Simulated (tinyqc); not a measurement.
Worked calculation: Raman line shape of confined optical phonons and breathing modes of small crystals. Computed by tinyqc, a small Python program that keeps every step. Command: `OMP_NUM_THREADS=1 python tinyqc.py 3031499 3031500 out.jsonl confine walk`. One thread of a shared host (Intel(R) Xeon(R) Processor @ 2.30GHz), about 0.02 s of CPU time with the checks. Intermediate numbers are printed to about 6 digits and carried at full precision; extremes and crossings named in words are read from the listed rows.

Confinement in 1 direction(s) lets phonons with q away from zero scatter light. q is in units of 2 pi/a, from 0 to 1, and the branch is isotropic: omega(q)^2 = (omega_0^2 + omega_X^2)/2 + ((omega_0^2 - omega_X^2)/2) cos(pi q). The model and its constant beta are phenomenological; beta = 8 is the common choice.

Inputs (values chosen for the exercise, modelled on diamond): bulk frequency omega_0 = 1332 1/cm; frequency at the zone boundary omega_X = 1220 1/cm; natural width Gamma_0 = 2 1/cm; lattice constant a = 3.567 angstrom; size L = 12 nm; confinement constant beta = 3; probe offset omega - omega_0 = -3.6 1/cm; longitudinal velocity = 18200 m/s; transverse velocity = 12400 m/s.

Shape: film.

Constants: c = 299792458 m/s.

## Range of wave vectors

Weight W(q) = q^0 exp(-(2 L q/a)^2/(2 beta)) dq, that is exp(-k^2 L^2/(2 beta pi^2)) for k = 2 pi q/a. Width q_c = a sqrt(2 beta)/(2 L), where the exponential falls to 1/e; curvature of the branch: omega(q) = omega_0 - c q^2, c = pi^2 (omega_0^2 - omega_X^2)/(8 omega_0); for small q_c the mean of q^2 is (number of confined directions) q_c^2/2, and the mean shift is -c times that.

q_c = 0.0364055 2 pi/a

curvature c = 264.731 1/cm

mean shift, quadratic estimate = -0.175432 1/cm

omega(q_c) - omega_0 = -0.350528 1/cm

## Intensity at one frequency

I(omega) = int W(q) / [(omega - omega(q))^2 + (Gamma_0/2)^2] dq / int W dq x (Gamma_0/2)^2, by 400 Gauss-Legendre points on 0 < q < min(1, 2.5 a sqrt(2 beta)/L). Bulk Lorentzian 1/(1 + (2 offset/Gamma)^2); mean shift = weighted mean of omega(q) less the bulk frequency.

I at the probe offset = 0.0799717

bulk Lorentzian there = 0.0716332

mean shift, from the weights = -0.175180 1/cm

## Peak, width and asymmetry

The peak is the maximum of I; the width is taken between the half-maximum points, and the asymmetry is the low-side half-width over the high-side one.

peak shift = -0.14044 1/cm

full width = 2.1238 1/cm

asymmetry = 1.0556

peak height (bulk = 1) = 0.95971

The peak moves 80 % as far as the mean: the tail on the low side carries the rest. The asymmetry is too weak to tell size from stress or heating.

## Line shape against size

The formulas are those given above.

Line shape:
```
L (nm)  peak shift (1/cm)  full width (1/cm)  asymmetry  mean shift, quadratic estimate (1/cm)
3                -0.46527             3.7649     2.0805                               -2.80691
3.6              -0.43128             3.4094     1.8489                               -1.94925
4.4              -0.38763             3.0633     1.6271                               -1.30487
5.5              -0.33305             2.7416     1.4249                              -0.835115
7                -0.27036             2.4707     1.2584                              -0.515556
10               -0.18064             2.2058     1.1014                              -0.252622
15              -0.099157             2.0612     1.0232                              -0.112277
25              -0.039468             2.0094     1.0018                             -0.0404196
```

The peak shift falls with exponent -0.42 at the small end and -1.80 at the large end. For still larger L it tends to the mean shift, which goes as 1/L^2; the ratio is 0.17 in the first row and 0.98 in the last. The width exceeds Gamma_0 by over 10 % for L up to 10 nm. In a film the weight is largest at q = 0, so the peak hardly moves and a tail grows instead.

## Thickness mode of the free film

The lowest longitudinal standing wave has half a wavelength across the film: f = v_L/(2 L); the lowest shear one f = v_T/(2 L).

breathing frequency = 758.333 GHz

shear frequency = 516.667 GHz

breathing wavenumber = 25.2953 1/cm

Checks made by the program: mean shift of a large crystal against the quadratic estimate (relative difference 5e-06).
